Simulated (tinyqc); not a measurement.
Mass and g factor above the band edge: five-level k.p model folded onto the conduction band.

Second-order sums for the lowest conduction level at E: 1/m = 1 + Cm + (Ep/3)(2/E + 1/(E + Dso)) - (Ep2/3)(2/(E7 + D2 - E) + 1/(E7 - E)); g/2 = 1 + Cg - (Ep/3)(1/E - 1/(E + Dso)) - (Ep2/3)(1/(E7 - E) - 1/(E7 + D2 - E)). E is counted from the top of the valence band; E = Eg at the edge.

Values chosen for the exercise (near those of CdTe; shifted at random, so the results belong to these values and not to a real crystal): Eg = 1.568 eV (gap at Gamma to the s-like level); Dso = 0.896 eV (spin-orbit splitting); Ep = 19.3 eV (Kane energy); E7 = 5.43 eV (upper Gamma7 conduction level, from the valence top); D2 = 0.3 eV (its spin-orbit splitting, Gamma8 above Gamma7); Ep2 = 2.4 eV (Kane energy to the upper levels); Cm = -1 (remote term in 1/m); Cg = -0.02 (remote term in g/2).

The sums are evaluated at E = Eg + dE, as is done for confined or hot electrons.

Results:

| dE (meV) | m(E) | g(E) | m(E)/m(Eg) | 1 + dE/Eg |
|---|---|---|---|---|
| 0 | 0.0978 | -1.054 | 1.0000 | 1.0000 |
| 20 | 0.0990 | -0.993 | 1.0126 | 1.0128 |
| 50 | 0.1009 | -0.905 | 1.0316 | 1.0319 |
| 100 | 0.1040 | -0.767 | 1.0633 | 1.0638 |
| 150 | 0.1071 | -0.639 | 1.0952 | 1.0957 |
| 200 | 0.1103 | -0.521 | 1.1273 | 1.1276 |
| 300 | 0.1166 | -0.308 | 1.1922 | 1.1913 |

What can be read from this table?

Over 300 meV the mass grows by 19.2 %, against 19.1 % for two levels alone, and g moves from -1.054 to -0.308, towards the free value 2.

Computed by tinyqc, a small Python program: `OMP_NUM_THREADS=1 python tinyqc.py 1080737 1080738 out.jsonl` (the numbers bound the seed that draws the inputs); one thread of a shared host (Intel(R) Xeon(R) Processor @ 2.30GHz), about 0.01 s for the whole set of steps.
